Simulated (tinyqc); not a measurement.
# Worked calculation: pillar capacitor in an array: capacitance, non-linearity, leakage and relaxation

tinyqc, about 0.01 s, one thread, Intel Xeon 2.30GHz (shared host): `OMP_NUM_THREADS=1 python tinyqc.py 2102070 2102071 out.jsonl` Printed values are rounded.

A film between two metal electrodes, each interface adding a series capacitance ci. The small-signal permittivity is ek (1 + aq E^2); the field is found with the linear permittivity. Leakage J = J0 sinh(E/Ef). After a voltage step the film passes a relaxation current kr C V tt^(-nr), tt being the time in seconds. The sidewall is a coaxial capacitor with radii a = dm/2 and b = dm/2 + t, depth AR dm; the end face is left out.

Values chosen for this exercise; permittivity of the order of that of titanium dioxide: relative permittivity of the film ek = 79.4; film thickness t = 6.4 nm; capacitance of each electrode interface (dead layer and screening) ci = 1000 uF/cm^2; quadratic field coefficient of the permittivity aq = 0.013 cm^2/MV^2; bias V = 1.9 V; leakage prefactor J0 = 2.2e-10 A/cm^2; field for an e-fold rise of the leakage Ef = 0.38 MV/cm; diameter of the pillar dm = 76 nm; aspect ratio, depth over diameter AR = 50; pitch of the square array pt = 170 nm; resistivity of the inner electrode rho = 1300 uohm cm.

Constants: eps0 = 8.8541878128e-14 F/cm where lengths are in cm. Results are converted to the units shown.

Range of the model: The field exceeds about 1.6 MV/cm, a sizeable part of the breakdown field expected for this permittivity.

## Planar capacitance, field and non-linearity

Planar film: Cf = eps0 ek/t, 1/C = 1/Cf + 2/ci, EOT = 3.9 eps0/C, effective permittivity C t/eps0, E = (V/t) C/Cf; quadratic coefficient [C(V)/C - 1]/V^2 with Cf (1 + aq E^2) in C(V).

Cf = 10.98473 uF/cm^2
C = 10.74859 uF/cm^2
EOT = 0.3212639 nm
effective permittivity = 77.69312
E = 2.904930 MV/cm
quadratic coefficient = 29665.16 ppm/V^2
J = 2.298158e-7 A/cm^2

The interfaces take 2.15 % of the voltage.

## Cell capacitance, fields and time constant

Per length 1/c = ln(b/a)/(2 pi eps0 ek) + (1/a + 1/b)/(2 pi ci); cell capacitance c AR dm; per footprint over pt^2; fields c V/(2 pi eps0 ek r) at r = a and b; resistance of the inner electrode rho AR dm/(pi a^2); time constant R C/3 of the distributed line.

a = 38 nm
b = 44.4 nm
cell capacitance = 105.5112 fF
capacitance per footprint = 365.0908 uF/cm^2
field at a = 3.142939 MV/cm
field at b = 2.689903 MV/cm
R = 10.88955 kohm
R C/3 = 382.9899 ps

The array gives 34.0 times the planar capacitance per footprint; curvature makes the field at the inner electrode 1.08 times the planar value.
